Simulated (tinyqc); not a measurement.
# Changing the doping ratio N_0/N(W)

Model: minority-electron transport through the base of a bipolar transistor (Moll-Ross and Kroemer integrals). Computed by tinyqc, a small Python program. Command: `OMP_NUM_THREADS=1 python tinyqc.py 3001790 3001791 out.jsonl base sweep`. One thread of a shared host (Intel(R) Xeon(R) Processor @ 2.30GHz), about 0.01 s of CPU time with the checks.

Low injection, one dimension, x from the emitter edge (0) to the collector edge (W), s = x/W. Recombination is treated as a small correction (valid for tau_B well below tau_n), computed from the stored charge.

Inputs (values chosen for the exercise, modelled on silicon):
```
quantity                                     value        unit
intrinsic density n_i at the emitter edge  9.6e+09      1/cm^3
base doping at the emitter edge N_0        1.8e+18      1/cm^3
base width W                                   430          nm
mu_min                                         150  cm^2/(V s)
mu_max                                        1380  cm^2/(V s)
N_ref                                      2.2e+17      1/cm^3
electron lifetime tau_n                       0.94          ns
emitter Gummel number G_E                  2.5e+14      s/cm^4
base-emitter voltage V_BE                     0.77           V
temperature T                                  300           K
gap narrowing across the base dE_g              40         meV
```

Base doping profile: Gaussian. Gap grading: linear. Exit of the base: infinite sink.

Constants: k_B = 8.617333262e-05 eV/K; e = 1.602176634e-19 C.

Method:
- N(x) = N_0 (ratio)^(-s^2); n_i(x)^2 = n_i^2 exp(s dE_g/k_B T); D(x) = (k_B T/e) mu, mu = mu_min + (mu_max - mu_min)/(1 + (N/N_ref)^0.7).
- Field that drives electrons towards the collector, averaged over the base: (k_B T/e) ln[N_0 n_i(W)^2/(N(W) n_i^2)]/W.
- With y(x) = N n_i^2/(D n_i(x)^2): base Gummel number G_B = int_0^W y dx; J_C = e n_i^2 exp(e V_BE/k_B T)/G_B; n(x) = (J_C/e)(n_i(x)^2/(N n_i^2)) [int_x^W y dx]; transit time tau_B = (e/J_C) int n dx; trapezoid rule on 401 even points.
- Emitter-limited gain beta_E = G_E/G_B; recombination-limited gain beta_R = tau_n/tau_B; 1/beta = 1/beta_E + 1/beta_R; f_T from the base alone = 1/(2 pi tau_B).

One run for each value; columns: (1) doping ratio N_0/N(W); (2) base transit time tau_B (ps); (3) base Gummel number G_B (s/cm^4); (4) mean built-in field (kV/cm); (5) current gain beta:
```
(1)     (2)         (3)     (4)     (5)
1.5  50.918  3.5986e+12  1.1740  14.585
3.4  38.313  3.0237e+12  1.6660  18.920
7.9  30.053  2.6447e+12  2.1728  23.502
18   24.680  2.3890e+12  2.6680  27.924
41   20.912  2.1997e+12  3.1629  32.211
95   18.103  2.0496e+12  3.6681  36.420
220  15.982  1.9289e+12  4.1729  40.457
500  14.358  1.8310e+12  4.6665  44.250
```

Over the rows, base transit time tau_B (ps) falls from 50.9 to 14.4 (exponent d ln y / d ln x -0.35 between the first rows and -0.13 between the last); base Gummel number G_B (s/cm^4) falls from 3.60e12 to 1.83e12 (exponent d ln y / d ln x -0.21 between the first rows and -0.063 between the last); mean built-in field (kV/cm) rises from 1.17 to 4.67 (exponent d ln y / d ln x 0.43 between the first rows and 0.14 between the last). A steeper profile adds a drift field and raises the mobility near the collector, at fixed N_0.
